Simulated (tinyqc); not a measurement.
Worked calculation: plane-wave Kohn-Sham cycle with exchange-only LDA in a layered model solid. One step of it, computed by the program tinyqc.

Question. Iteration 1: potential. V_H(G) = 4 pi rho(G)/G^2 for G != 0 (uniform background); v_x = -(3 rho/pi)^(1/3); V = V_ext + V_H + v_x; Fourier components f(G_m) = (1/N) sum_j f(x_j) exp(-i G_m x_j).

A solid whose potential varies along x alone (atomic units):
```
parameter                      value
period a                   16.400000
cross-section of the cell  15.000000
electrons per cell                 4
grid points                       16
plane waves -n..n, n               3
k points                           3
V1 in V1 cos(2 pi x/a)     -0.550000
```

density at the start, on the grid x_j = j a/N (e/bohr^3): 0.01626016  0.01626016  0.01626016  0.01626016  0.01626016  0.01626016  0.01626016  0.01626016  0.01626016  0.01626016  0.01626016  0.01626016  0.01626016  0.01626016  0.01626016  0.01626016

Give: Potentials on the grid; V(G_m), m = 0, 1, 2, ....

Answer.

Potentials on the grid (hartree):
```
x          V_ext     V_H      v_x        V
0.0000   -0.5500  0.0000  -0.2495  -0.7995
1.0250   -0.5081  0.0000  -0.2495  -0.7576
2.0500   -0.3889  0.0000  -0.2495  -0.6384
3.0750   -0.2105  0.0000  -0.2495  -0.4600
4.1000         0  0.0000  -0.2495  -0.2495
5.1250    0.2105  0.0000  -0.2495  -0.0390
6.1500    0.3889  0.0000  -0.2495   0.1394
7.1750    0.5081  0.0000  -0.2495   0.2587
8.2000    0.5500  0.0000  -0.2495   0.3005
9.2250    0.5081  0.0000  -0.2495   0.2587
10.2500   0.3889  0.0000  -0.2495   0.1394
11.2750   0.2105  0.0000  -0.2495  -0.0390
12.3000        0  0.0000  -0.2495  -0.2495
13.3250  -0.2105  0.0000  -0.2495  -0.4600
14.3500  -0.3889  0.0000  -0.2495  -0.6384
15.3750  -0.5081  0.0000  -0.2495  -0.7576
```

V(G_m), m = 0, 1, 2, ... (hartree): -0.2495  -0.2750  0.0000  0.0000  0.0000  0.0000  0.0000
